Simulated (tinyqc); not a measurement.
Lateral field, substrate current, probability of reaching the oxide barrier and hot-carrier lifetime of a silicon transistor (pseudo-two-dimensional and lucky-electron models): one step, computed by the program tinyqc. Command: `OMP_NUM_THREADS=1 python tinyqc.py 3005434 3005435 out.jsonl hotcar walk`. One thread of a shared host (Intel(R) Xeon(R) Processor @ 2.30GHz), about 0.01 s of CPU time with the checks.

Local-field models: a lucky carrier gains its energy at the peak field over a path free of collisions. Voltages are magnitudes.

Task: Peak lateral field. C_ox = 3.9 eps_0/t; F_sat = 2 v_s/mu; V_Dsat = V_ov F_sat L/(V_ov + F_sat L), V_ov = V_G - V_T; I_D/W = C_ox v_s (V_ov - V_Dsat). Scale length l = 0.22 t^(1/3) x_j^(1/2) (all in cm); F_m = sqrt(((V_D - V_Dsat)/l_e)^2 + F_sat^2), with l_e = l + L_n; length of the velocity-saturated region l_e ln((V_D - V_Dsat)/(l_e F_sat) + F_m/F_sat).

Inputs (values chosen for the exercise, modelled on a silicon n-channel):
```
quantity,value,unit
channel length L,770,nm
oxide thickness t,13,nm
junction depth x_j,150,nm
mobility mu,360,cm^2/(V s)
saturation velocity v_s,0.79,1e7 cm/s
threshold voltage V_T,0.47,V
gate voltage V_G,4.3,V
drain voltage V_D,6.3,V
ionisation prefactor A_i,1.7e+06,1/cm
ionisation field B_i,1.69,MV/cm
hot-carrier mean free path lambda,7.6,nm
oxide barrier phi_b,3.1,eV
interface-trap threshold phi_it,3.8,eV
lifetime constant H,20,s microampere/micrometre
length of the depleted extension L_n,87,nm
```

Drain: lightly doped extension.

Constants: eps_0 = 8.8541878128e-12 F/m.

Give: scale length l; peak field F_m; velocity-saturated length; energy gained over one free path, e lambda F_m.

Result:

scale length l = 92.99 nm

peak field F_m = 254.1 kV/cm

velocity-saturated length = 439.5 nm

energy gained over one free path, e lambda F_m = 0.1931 eV

Caution: the empirical formula for l was fitted to oxides of about 15 nm or more; for thinner ones it is an extrapolation.
